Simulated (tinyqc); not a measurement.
# Floating body of a partially depleted SOI transistor: body voltage and kink: two studies

Source at 0 V. Channel current Ic = 2 nf K Vt^2 [F(0) - F(Vd)](1 + la Vd), F(V) = ln^2(1 + exp((Vg - VT - nf V)/(2 nf Vt))), VT = VT0 - gb Vb. Saturation voltage Vs = 2 Vt sqrt(F(0)) + 3 Vt, excess Ve = (Vd - Vs + sqrt((Vd - Vs)^2 + 0.0004 V^2))/2, multiplication M1 = Ai Ve exp(-Bl/Ve). Each junction passes D(v) = J1 (exp(v/Vt) - 1) + J2 (exp(v/(2 Vt)) - 1). Bipolar current Ib = bb J1 (exp(Vb/Vt) - 1). The body settles where M1 (Ic + Ib) = D(Vb) + D(Vb - Vd) + Vb/Rb; drain current Id = (1 + M1)(Ic + Ib) - D(Vb - Vd).

Values chosen for this exercise; values of the order met in partially depleted silicon-on-insulator transistors:

| symbol | value | unit | meaning |
|---|---|---|---|
| T | 358 | K | temperature |
| VT0 | 0.42 | V | threshold at zero body voltage |
| gb | 0.27 |  | fall of the threshold per volt of body voltage |
| nf | 1.17 |  | slope factor |
| K | 580 | uA/(V^2 um) | gain factor per width |
| la | 0.09 | 1/V | channel-length modulation factor |
| Ai | 1.28 | 1/V | impact-ionisation prefactor |
| Bl | 6.3 | V | impact-ionisation voltage |
| J1 | 4.2e-10 | uA/um | diffusion saturation current of each junction |
| J2 | 1.1e-7 | uA/um | recombination saturation current of each junction |
| bb | 3 |  | gain of the lateral bipolar transistor on the diffusion current |
| Rb | 1e9 | kohm um | resistance of a weak body tie to the source (1e9 stands for no tie, and the term is then dropped) |
| Vg | 0.8 | V | gate voltage |
| Vd | 2.3 | V | drain voltage |

Constants: q = 1.602176634e-19 C, kB = 1.380649e-23 J/K, Vt = kB T/q. Results are converted to the units shown.

Each table varies one quantity; the others keep the values above.

## Output curve and kink

Rows with more than one solution for Vb (latch) are left out; dId/dVd by a forward difference over 1e-4 V, swing = 1e-4 V over the change of log10 Id; M1 under 1e-12 is printed as 0.

Output curve and kink:
```
Vd (V),Vb (V),M1,"Id, floating (uA/um)","Id, grounded (uA/um)",ratio,"dId/dVd, floating (uS/um)","dId/dVd, grounded (uS/um)"
1,0.3735,1.965e-6,62.49,39.09,1.599,66.60,3.239
1.16,0.4803,3.785e-5,71.14,39.61,1.796,44.84,3.328
1.32,0.5486,2.965e-4,77.44,40.17,1.928,35.13,3.612
1.48,0.5968,0.001305,82.69,40.79,2.027,31.29,4.198
1.64,0.6331,0.003962,87.72,41.53,2.112,32.45,5.130
1.8,0.6616,0.009393,93.35,42.44,2.199,38.74,6.397
```

Read the table: what changes, and by how much?

Vb rises from 0.374 to 0.662 V and the ratio of the currents rises from 1.60 to 2.20. The output conductance with a floating body exceeds the grounded value by the largest factor among the rows, 20.6, at Vd = 1 V, where Vb = 0.374 V and M1 = 1.97e-6.

## Transfer curve and swing

Same model as above.

Result of one run:
```
Vg (V),Vb (V),M1,"Id, floating (uA/um)","Id, grounded (uA/um)",ratio,"swing, floating (mV/decade)","swing, grounded (mV/decade)"
0.57,0.7118,0.09123,52.77,8.470,6.230,456.3,208.5
```

What becomes of these results when the gate voltage Vg is changed from 0.57 to 0.47 V, all else the same?

Result of the changed run:
```
Vg (V),Vb (V),M1,"Id, floating (uA/um)","Id, grounded (uA/um)",ratio,"swing, floating (mV/decade)","swing, grounded (mV/decade)"
0.47,0.6983,0.1100,28.78,2.152,13.38,314.2,138.1
```

The whole series:
```
Vg (V),Vb (V),M1,"Id, floating (uA/um)","Id, grounded (uA/um)",ratio,"swing, floating (mV/decade)","swing, grounded (mV/decade)"
-0.03,0.2429,0.1627,4.670e-5,7.077e-6,6.599,46.58,84.51
0.07,0.4317,0.1621,0.004456,1.107e-4,40.25,57.85,83.52
0.17,0.5466,0.1590,0.1572,0.001725,91.13,72.77,84.43
0.27,0.6276,0.1485,2.244,0.02518,89.11,109.3,88.19
0.37,0.6740,0.1302,11.27,0.2965,38.00,191.9,101.4
0.47,0.6983,0.1100,28.78,2.152,13.38,314.2,138.1
0.57,0.7118,0.09123,52.77,8.470,6.230,456.3,208.5
0.67,0.7195,0.07449,81.71,21.09,3.875,604.4,306.3
0.77,0.7237,0.05982,114.9,40.07,2.867,751.0,418.5
```

Vb rises from 0.243 to 0.724 V. The smallest swing among the rows is 46.6 mV a decade with a floating body (at Vg = -0.03 V) and 83.5 with a grounded one; Vt ln 10 = 71.0. The floating swing is smaller by more than 3 % for Vg = -0.03, 0.07, 0.17 V, where the rising Vb lowers the threshold as Vg rises. In the first row the floating body raises the current by a factor of 6.60.

Range of the model: The multiplication law is an empirical form chosen for the exercise; self-heating and capacitive coupling to the body are left out, and the linear laws are rough once Vb passes about 0.7 V or M1 about 0.1.

Numbers from tinyqc (`OMP_NUM_THREADS=1 python tinyqc.py 2182119 2182120 out.jsonl`; about 0.2 s on one thread of a shared Intel Xeon 2.30GHz).
